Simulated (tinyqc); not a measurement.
Charge pumping in an n-channel transistor: scanning the upper gap with the fall time.

The gate is pulsed from accumulation to inversion and back. Energies E are counted from the intrinsic level; Dit(E) = D0 [1 + b (2 E/Eg)^2]. During each edge the traps near the bands emit their carriers, and those between Eh and Ee recombine once a cycle.

ni = sqrt(Nc Nv) exp(-Eg/(2 Vt)), Eg in volts; emission times te = (dV/Va) tf and th = (dV/Va) tr; Ee = -Vt ln(vth sn ni te), Eh = +Vt ln(vth sp ni th). Nit = integral of Dit from Eh to Ee = D0 [Ee - Eh + 4 b (Ee^3 - Eh^3)/(3 Eg^2)], Qcp = q A Nit, Icp = f Qcp.

Parameters, values chosen for the exercise; band and dielectric values close to those of silicon: temperature T = 300 K; band gap Eg = 1.11 eV; conduction-band density of states at 300 K Nc = 2.85e19 cm^-3; valence-band density of states at 300 K Nv = 2.65e19 cm^-3; gate area A = 18 um^2; trap density at midgap D0 = 6e11 cm^-2 eV^-1; rise of the trap density towards the band edges b = 1.3; cross-section for electrons sn = 6.6e-16 cm^2; cross-section for holes sp = 1.4e-16 cm^2; thermal velocity at 300 K, one nominal value for electrons and holes vth = 1.6e7 cm/s; Vth - Vfb dV = 0.72 V; pulse height Va = 2.8 V; frequency f = 18000 Hz; rise time tr = 5400 ns.

Constants: q = 1.602176634e-19 C, kB = 1.380649e-23 J/K, Vt = kB T/q. Results are converted to the units shown.

The same in every row: Eh (eV) = -0.2614.

Result of one run:

| tf (ns) | Ee (eV) | Nit (cm^-2) | Icp (pA) |
|---|---|---|---|
| 21000 | 0.1862 | 2.891e11 | 150.1 |

What becomes of these results when the fall time tf is changed from 21000 to 13 ns, all else the same?

Result of the changed run:

| tf (ns) | Ee (eV) | Nit (cm^-2) | Icp (pA) |
|---|---|---|---|
| 13 | 0.3772 | 4.436e11 | 230.3 |

The whole series:

| tf (ns) | Ee (eV) | Nit (cm^-2) | Icp (pA) |
|---|---|---|---|
| 1.1 | 0.4410 | 5.090e11 | 264.2 |
| 3.8 | 0.4090 | 4.751e11 | 246.6 |
| 13 | 0.3772 | 4.436e11 | 230.3 |
| 45 | 0.3451 | 4.137e11 | 214.7 |
| 150 | 0.3140 | 3.864e11 | 200.6 |
| 530 | 0.2813 | 3.595e11 | 186.6 |
| 1800 | 0.2497 | 3.349e11 | 173.9 |
| 6200 | 0.2178 | 3.113e11 | 161.6 |
| 21000 | 0.1862 | 2.891e11 | 150.1 |

Ee falls from 0.441 to 0.186 eV, by Vt ln 10 a decade, and Icp falls from 264 to 150 pA. The slope -dNit/d(ln tf)/Vt gives Dit = 1.06e12 cm^-2 eV^-1 near E = 0.425 eV and 7.04e11 near 0.202 eV, against 1.06e12 and 7.03e11 from the profile.

Range of the model: The Fermi levels of inversion and accumulation are taken to lie beyond Ee and Eh, the flat tops to fill all traps, and no geometric current is added.

Program tinyqc, `OMP_NUM_THREADS=1 python tinyqc.py 2030026 2030027 out.jsonl`; Intel Xeon 2.30GHz, shared host, one thread, about 0.01 s.
